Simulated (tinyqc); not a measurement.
Inside a calculation. Model: on-chip interconnect, size-dependent resistivity and RC delay.

Computed by the program tinyqc: `OMP_NUM_THREADS=1 python tinyqc.py 2100014 2100015 out.jsonl`, one thread of a shared Intel Xeon 2.30GHz, about 0.01 s for the whole run. Printed values are rounded.

A rectangular line between two neighbours and two ground planes. Surface and grain-boundary scattering are added to the bulk resistivity as corrections; capacitances are parallel-plate values without fringing; inductance is ignored.

Inputs (values chosen for the exercise); metal values close to those of cobalt: bulk resistivity rho0 = 6.2 uohm cm; bulk mean free path lam = 11.9 nm; specular share of surface scattering ps = 0.2; reflection coefficient of grain boundaries Rg = 0.18; grain size over the metal width gr = 1; drawn line width wd = 28 nm; aspect ratio, height over width AR = 1.9; liner on both walls and the bottom, not conducting tl = 0.4 nm; space to the neighbouring lines sp = 42 nm; dielectric height to the planes above and below hd = 39 nm; relative permittivity of the dielectric ek = 3; Miller factor of the neighbours Mf = 0; line length Lw = 100 um; driver resistance Rd = 18000 ohm; load capacitance Cl = 1.5 fF; time step dt = 19 ps.

Constants: eps0 = 8.8541878128e-12 F/m. Results are converted to the units shown.

## Resistivity, resistance and capacitance per length

Metal width x = wd - 2 tl, height y = AR wd - tl; grain boundaries (Mayadas-Shatzkes): al = (lam/(gr x)) Rg/(1 - Rg), g = 1/[1 - 3 al/2 + 3 al^2 - 3 al^3 ln(1 + 1/al)] - 1; surfaces (Fuchs-Sondheimer, thick limit): s = (3/8) lam (1 - ps)(1/x + 1/y); rho = rho0 (1 + g + s); r = rho/(x y); c = eps0 ek (2 wd/hd + 2 Mf AR wd/sp).

x = 27.2 nm
y = 52.8 nm
al = 0.0960366
g = 0.140063
s = 0.198864
rho = 8.30134 uohm cm
r = 57.8024 ohm/um
c = 0.0381411 fF/um

rho is 1.34 times the bulk value; surfaces add more (0.199 against 0.140). The liner takes 3.59 % of the cross-section.

## Ladder and Elmore delays

7 equal pi sections: series Rs = r Lw/7; node capacitances c Lw/7, halved at nodes 0 and 7, with Cl added to node 7; Rd feeds node 0. Elmore delay of node k: the sum, over the resistors on the path to k, of resistance times all capacitance downstream of it.

Rs = 825.748 ohm

| node | C (fF) | Elmore delay (ps) |
|---|---|---|
| 0 | 0.272437 | 95.6540 |
| 1 | 0.544873 | 99.8172 |
| 2 | 0.544873 | 103.530 |
| 3 | 0.544873 | 106.794 |
| 4 | 0.544873 | 109.607 |
| 5 | 0.544873 | 111.970 |
| 6 | 0.544873 | 113.884 |
| 7 | 1.77244 | 115.348 |

The far-end value equals Rd (c Lw + Cl) + r Lw (c Lw/2 + Cl) for any number of pi sections; the line resistance contributes 17.1 % of it.

## Step 1: node voltages after a time step

| node | v at t = 0 (V) |
|---|---|
| 0 | 0 |
| 1 | 0 |
| 2 | 0 |
| 3 | 0 |
| 4 | 0 |
| 5 | 0 |
| 6 | 0 |
| 7 | 0 |

A 1 V step is applied behind Rd at t = 0. C dv/dt = -G v + b, with G the conductance matrix of the ladder (1/Rs between neighbours, 1/Rd added at node 0) and b = (1 V/Rd, 0, ...). Backward Euler step: (C/dt + G) v(new) = (C/dt) v + b.

| node | v at t = 1 dt (V) |
|---|---|
| 0 | 0.246239 |
| 1 | 0.214576 |
| 2 | 0.187994 |
| 3 | 0.165864 |
| 4 | 0.147661 |
| 5 | 0.132955 |
| 6 | 0.121398 |
| 7 | 0.112716 |

## Step 2: node voltages after a time step

As before.

| node | v at t = 2 dt (V) |
|---|---|
| 0 | 0.367420 |
| 1 | 0.339835 |
| 2 | 0.315217 |
| 3 | 0.293611 |
| 4 | 0.275030 |
| 5 | 0.259466 |
| 6 | 0.246897 |
| 7 | 0.237300 |

## Course in time

A 1 V step is applied behind Rd at t = 0. C dv/dt = -G v + b, with G the conductance matrix of the ladder (1/Rs between neighbours, 1/Rd added at node 0) and b = (1 V/Rd, 0, ...). Backward Euler step: (C/dt + G) v(new) = (C/dt) v + b. The last column solves the same ladder exactly by its modes.

Voltages (V):

| t (ps) | node 0 | node 3 | node 7 | node 7, exact |
|---|---|---|---|---|
| 19.00 | 0.2462 | 0.1659 | 0.1127 | 0.1160 |
| 38.00 | 0.3674 | 0.2936 | 0.2373 | 0.2561 |
| 57.00 | 0.4621 | 0.3985 | 0.3487 | 0.3741 |
| 76.00 | 0.5416 | 0.4873 | 0.4445 | 0.4735 |
| 95.00 | 0.6092 | 0.5629 | 0.5263 | 0.5571 |
| 114.0 | 0.6668 | 0.6273 | 0.5961 | 0.6274 |
| 133.0 | 0.7159 | 0.6822 | 0.6557 | 0.6865 |
| 152.0 | 0.7578 | 0.7291 | 0.7064 | 0.7363 |
| 171.0 | 0.7935 | 0.7690 | 0.7497 | 0.7781 |
| 190.0 | 0.8239 | 0.8030 | 0.7866 | 0.8133 |
| 209.0 | 0.8499 | 0.8321 | 0.8180 | 0.8430 |
| 228.0 | 0.8720 | 0.8568 | 0.8448 | 0.8679 |

The far end of the ladder reaches 0.5 V at 81.68 ps, 0.708 of its Elmore delay (ln 2 = 0.693 for a single pole); the slowest mode has a time constant of 109.9 ps. The largest error of the backward Euler steps at that node is 31 mV.
